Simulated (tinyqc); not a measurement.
# Permittivity and interlayer from two capacitances

Inverse problem. A two-layer stack has Cox = eps0/(t1/e1 + t2/e2) and EOT = 3.9 eps0/Cox. Find e2, the EOT of layer 1 and, with e1 given, t1.

Parameters, values chosen for the exercise:

| symbol | value | unit | meaning |
|---|---|---|---|
| e1 | 8.93 |  | relative permittivity of layer 1 |

Constants: eps0 = 8.8541878128e-14 F/cm where lengths are in cm. Results are converted to the units shown.

Cox at t2 = 2.2 and 8.3 nm (uF/cm^2): [4.6702834, 1.8965468]

Solution. EOT is linear in t2 with slope 3.9/e2, and its intercept is the EOT of layer 1.

e2 = 22.0
EOT of layer 1 = 0.349 nm
t1 = 0.800 nm

tinyqc, about 0.01 s, one thread, Intel Xeon 2.30GHz (shared host): `OMP_NUM_THREADS=1 python tinyqc.py 2010160 2010161 out.jsonl`
